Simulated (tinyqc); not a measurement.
# Wafer bonding and layer transfer: bond energy, gap closing, particles, bonding of dissimilar wafers and hydrogen blisters, step by step

A worked calculation. Computed by tinyqc, a small Python program that keeps every step. Command: `OMP_NUM_THREADS=1 python tinyqc.py 3023428 3023429 out.jsonl bond walk`. One thread of a shared host (Intel(R) Xeon(R) Processor @ 2.30GHz), about 0.01 s of CPU time with the checks. Intermediate numbers are printed to about 6 digits and carried at full precision; extremes and crossings named in words are read from the listed rows.

gamma is the energy per area of each of the two surfaces; plates are isotropic, and both wafers have E1 and t1.

Inputs (values chosen for the exercise, with wafer 1 close to silicon):

| quantity | value | unit |
|---|---|---|
| Young's modulus E1 | 137 | GPa |
| Poisson ratio nu | 0.18 | - |
| thickness t1 | 725 | micrometre |
| blade thickness t_b | 100 | micrometre |
| crack length L | 16.3 | mm |
| particle radius h | 1.5 | micrometre |
| radius of a shallow gap R | 0.023 | mm |
| half height of the gap h_g | 28 | nm |
| implant depth d | 1.1 | micrometre |
| hydrogen dose | 3.4 | 1e16/cm^2 |
| share of the dose released as H2 | 0.2 | - |
| surface energy of the weakened plane gamma_s | 1.1 | J/m^2 |
| anneal temperature T | 750 | K |

Pair: two equal wafers.

Constants: k_B = 1.380649e-23 J/K.

## Bond energy from the blade test

Two cantilevers opened by t_b: gamma = 3 t_b^2 E1 t1^3 E2 t2^3/(16 L^4 (E1 t1^3 + E2 t2^3)).

bond energy gamma = 0.693355 J/m^2

An error of 5 % in L changes gamma by about 20 %. This is the level of partly covalent bonding.

## Does a shallow gap close?

E' = E1/(1 - nu^2), equal wafers of thickness t1 assumed. A gap of radius R closes if h_g < h_c: h_c = R^2/sqrt((2/3) E' t1^3/gamma) for R > 2 t1 (plate bending), h_c = 3.6 sqrt(R gamma/E') for R < 2 t1 (local deformation).

closable height h_c = 38.2060 nm

h_g/h_c = 0.732869

The gap closes.

## Void around a particle

E' = E1/(1 - nu^2), equal wafers assumed. Void radius in the plate regime: R_v = [(2/3) E' t1^3/gamma]^(1/4) h^(1/2). Below h_crit = 5 sqrt(t1 gamma/E') the wafers deform locally and R_v is of the order of h (taken as h).

critical particle radius = 0.297923 micrometre

void radius = 3286.95 micrometre

The void is 2200 times the particle.

## Blistering after hydrogen implantation

A flat crack of radius r under a layer of thickness d, as a clamped plate: centre height w = 3 p r^4/(16 E' d^3), volume pi r^2 w/3, energy release G = 3 p^2 r^4/(32 E' d^3), E' = E1/(1 - nu^2). It grows when G = 2 gamma_s. The gas comes from the area pi r^2: p V = (dose x share/2) pi r^2 k_B T, and G = p w/2 = (3/2) N k_B T with N the H2 molecules per area. Share needed: G = 2 gamma_s. The pressure and height at growth are given for r = 10 d.

energy release G = 0.528098 J/m^2

share of the dose needed = 0.833178

pressure at growth = 17.3797 MPa

height at growth = 253.169 nm

The released gas does not suffice by this estimate. In this plate limit G depends on neither r nor d.

## Closable height against the size of the gap

The formulas are those given above.

Gap closing:

| R (mm) | regime | h_c (nm) | slope h_c/R |
|---|---|---|---|
| 1.00e-04 | local | 2.51923e+00 | 0.0251923 |
| 1.00e-03 | local | 7.96651e+00 | 0.0079665 |
| 1.00e-02 | local | 2.51923e+01 | 0.0025192 |
| 1.00e-01 | local | 7.96651e+01 | 0.0007967 |
| 5.00e-01 | local | 1.78136e+02 | 0.0003563 |
| 2.00e+00 | plate | 5.55346e+02 | 0.0002777 |
| 5.00e+00 | plate | 3.47092e+03 | 0.0006942 |
| 2.00e+01 | plate | 5.55346e+04 | 0.0027767 |
| 5.00e+01 | plate | 3.47092e+05 | 0.0069418 |

Roughness of 100 nm scale may be 2.5 nm in half height, waviness of radius 5 cm as much as 350 micrometre: h_c goes as R^(1/2) when the wafer deforms locally and as R^2 when it bends. The allowed slope is least near R = 2 t1, so defects about 4 t1 wide are the hardest to close; bow matters little.

Checks made by the program: gamma against the derivative of the beam energy (relative difference 2e-10).
